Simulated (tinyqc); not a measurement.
Comparisons within one model: six-band hole subbands of a thin body in a field. A value that a table varies takes the place of the one given here.

Basis X, Y, Z times spin, hole energies counted downwards from the unstrained edge (the hydrostatic shift is left out), c = hbar^2/2m0. For a symmetric tensor T let C(T) have C_XX = L Txx + M (Tyy + Tzz), C_XY = N Txy (cyclic), L = c (g1 + 4 g2), M = c (g1 - 2 g2), N = 6 c g3. k = q + kz n, n the unit normal, q = k1 u + k2 v with u along the channel [1-10] and v = n x u. H = C(k k^T) + (Dso/3)(1 - L.sigma) - B + e F z with (L_k)_ij = -i epsilon_kij; B is the block C built from the traceless strain with 2b, -b and sqrt(3) d in place of L, M, N. Strain: exx = eyy = (s11 + s12) sx/2, ezz = s12 sx, exy = -s44 sx/4. Hard walls at z = 0 and t; basis sin(j pi z/t), j = 1 to Nz: kz^2 = (j pi/t)^2, kz = -i D with D_jl = 4 j l/(t (j^2 - l^2)), z_jj = t/2 and z_jl = -8 t j l/(pi (j^2 - l^2))^2 for j + l odd; 1 MV/cm = 0.01 eV/angstrom.

Nz = 14. E1 is the top subband at q = 0, gap the distance to the next pair, and the masses are c q^2/(E(q) - E1) at |q| = 0.02 1/angstrom (mean of the spin pair) along the channel [1-10] and across it in the plane; a dash marks a band that does not rise.

Constants: hbar^2/2m0 = 3.80998211 eV angstrom^2.

Parameters, chosen for this exercise (near those of a p-type Si channel; shifted at random, so the results belong to these values and not to a real crystal):
```
symbol  value                unit      meaning
g1      4.3                            Luttinger gamma1
g2      0.34                           gamma2
g3      1.44                           gamma3
Dso     0.043                eV        spin-orbit splitting
b       -2.08                eV        tetragonal potential
d       -4.76                eV        trigonal potential
S       (7.7, -2.13, 12.75)  1/TPa     compliances s11, s12, s44
face    110                            surface
t       60                   angstrom  body thickness
F       0.8                  MV/cm     field across the body
sx      1                    GPa       stress along the channel [1-10], negative in compression
```

## Stress along the channel

Each row has its own sx.

Results:
```
sx (GPa)  E1 (meV)  gap (meV)  m channel  m across
-3.0           4.0       74.8      0.114     0.276
-2.0          40.3       74.8      0.114     0.276
-1.0          76.7       74.7      0.115     0.277
-0.5          94.8       74.5      0.115     0.277
0.0          112.9       74.2      0.115     0.277
0.5          130.9       73.1      0.116     0.277
1.0          148.7       63.9      0.117     0.277
```

What can be read from the table?

Under 2 GPa of compression the channel mass goes from 0.115 to 0.114 m0, the mass across from 0.277 to 0.276; the gap to the next subband is 75, 74 and 64 meV at -2, 0 and +1 GPa. The lightest channel mass of the table, 0.114 m0, is at -3.0 and -2.0 GPa. Compression changes the channel mass little here, since confinement on this face has already singled out the orbital that the stress favours.

## Surface orientation and number of bands

Three faces, six bands; and four bands, with Dso set to 1000 eV.

Results:
```
case           E1 (meV)  gap (meV)  m channel  m across
(001) 6 bands     215.9       32.7      2.521     0.207
(001) 4 bands     221.8       30.6      1.506     0.181
(110) 6 bands     148.7       63.9      0.117     0.277
(110) 4 bands     189.1       77.0      0.158     0.312
(111) 6 bands     155.5       60.9      0.619     0.157
(111) 4 bands     171.0      102.9      0.212     0.179
```

What does this show, and why?

With six bands the top subband is shallowest on (110) (148.7 meV) and deepest on (001). Without the stress E1 would be 224.4, 112.9 and 164.2 meV, so the stress moves it by -8.4, 35.8 and -8.7 meV. The lightest channel mass is on (110) (0.117 m0). Dropping the split-off band moves E1 by 5.9, 40.4 and 15.5 meV and the gap by -2.2, 13.1 and 42.0 meV on the three faces, with Dso = 43 meV.

## What each parameter does

Six bands. Each row changes one parameter from the base and keeps the others.

Results:
```
case             E1 (meV)  gap (meV)  m channel (m0)  m across (m0)
base                148.7       63.9           0.117          0.277
t = 70 angstrom     148.7       63.8           0.117          0.277
F = 1.1 MV/cm       172.9       87.4           0.116          0.277
sx = 0.5 GPa        130.9       73.1           0.116          0.277
g3 = 1.34           171.8       45.7           0.124          0.277
g2 = 0.39           153.3       59.4           0.118          0.285
Dso = 0.065 eV      153.6       62.3           0.119          0.279
d = -3.81 eV        143.6       67.2           0.117          0.277
```

What does this show?

The largest shifts from the base row, up to three for each result and ties (the steps differ in size, so this ranks the rows, not the parameters). E1 (meV): F +24.2, g3 +23.1, sx -17.8; unchanged at the printed digits by t. gap (meV): F +23.5, g3 -18.2, sx +9.2. m channel (m0): g3 +0.007, Dso +0.002, sx -0.001, g2 +0.001, F -0.001; unchanged at the printed digits by t and d. m across (m0): g2 +0.008, Dso +0.001; unchanged at the printed digits by t, F, sx, g3 and d.

Computed by tinyqc, a small Python program: `OMP_NUM_THREADS=1 python tinyqc.py 1252055 1252056 out.jsonl` (the numbers bound the seed that draws the inputs); one thread of a shared host (Intel(R) Xeon(R) Processor @ 2.30GHz), about 0.4 s for the whole set of steps.
